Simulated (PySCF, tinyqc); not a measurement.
Inside a calculation. Method: RHF in the sto-3g basis, for BeH+, spin multiplicity 1. The lowest restricted solution is unstable here: a spin-polarised one lies 0.0238 hartree lower (PySCF). One step of it, computed by the program tinyqc.

Problem. Orthogonalisation. S = U s U^T; symmetric (Loewdin) form X = U s^(-1/2) U^T, so that X^T S X = 1.

overlap S, lower triangle:
```
,1Be 1s,1Be 2s,1Be 2px,1Be 2py,1Be 2pz,2H 1s
1Be 1s,1.000000
1Be 2s,0.259517,1.000000
1Be 2px,0.000000,0.000000,1.000000
1Be 2py,0.000000,0.000000,0.000000,1.000000
1Be 2pz,0.000000,0.000000,0.000000,0.000000,1.000000
2H 1s,0.015171,0.226112,0.000000,0.000000,0.304884,1.000000
```

Give: eigenvalues of S; X.

Solution.

eigenvalues of S: 0.5869  0.8049  1.0000  1.0000  1.1824  1.4258

X, lower triangle:
```
,1Be 1s,1Be 2s,1Be 2px,1Be 2py,1Be 2pz,2H 1s
1Be 1s,1.0272
1Be 2s,-0.1391,1.0497
1Be 2px,0.0000,0.0000,1.0000
1Be 2py,0.0000,0.0000,0.0000,1.0000
1Be 2pz,-0.0046,0.0301,0.0000,0.0000,1.0391
2H 1s,0.0172,-0.1286,0.0000,0.0000,-0.1681,1.0611
```
